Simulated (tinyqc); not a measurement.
Off-state leakage of single and stacked transistors: one step of the calculation.

n-channel devices of unit width. Subthreshold current I(Vg, Vs, Vd) = I0 (T/300 K)^0.5 exp[(Vg - Vs - VT(T) - gb (Vs - Vb) + dd (Vd - Vs))/(nf Vt)] (1 - exp(-(Vd - Vs)/Vt)), VT(T) = VT - cT (T - 300 K). Gate-edge tunnelling Ig (Vd/1 V) exp(ag (Vd - 1 V)), for a gate at 0 V, and band-to-band leakage Ab u exp(-Bb/u), u = Vd - Vb + 1 V, flow at a drain held at V; both are taken as independent of T. In a stack of off transistors (all gates at 0 V) the same subthreshold current passes through each.

Problem. New Vx. Stack of two, Vx the node between them: I_low = I(0, 0, Vx), I_up = I(0, Vx, V), f = ln(I_up/I_low), f' = -(1 + gb + 2 dd)/(nf Vt) - 1/(Vt (exp(Vx/Vt) - 1)) - 1/(Vt (exp((V - Vx)/Vt) - 1)), Vx(new) = Vx - f/f'.

Inputs (values chosen for the exercise); values of the order met in bulk silicon logic transistors:
```
symbol  value   unit                                             meaning
T         358      K                                         temperature
V           1      V                                      supply voltage
VT       0.33      V        threshold at 300 K, zero drain and body bias
cT        0.9   mV/K              fall of the threshold with temperature
I0       0.95  uA/um                       current at threshold at 300 K
nf       1.35                                               slope factor
dd       0.13                            drain-induced lowering per volt
gb        0.2         rise of the threshold per volt of source-body bias
Vb          0      V                                        body voltage
```

Constants: q = 1.602176634e-19 C, kB = 1.380649e-23 J/K, Vt = kB T/q. Results are converted to the units shown.

Vx after iteration 1 = 0.090593574 V

Give: I_low; I_up; f; f'; Vx after iteration 2.

Solution.

I_low = 1.65 nA/um
I_up = 1.65 nA/um
f = 8.20e-5
f' = -36.9 1/V
Vx after iteration 2 = 0.0906 V

Program tinyqc, `OMP_NUM_THREADS=1 python tinyqc.py 2242049 2242050 out.jsonl`; Intel Xeon 2.30GHz, shared host, one thread, about 0.03 s.
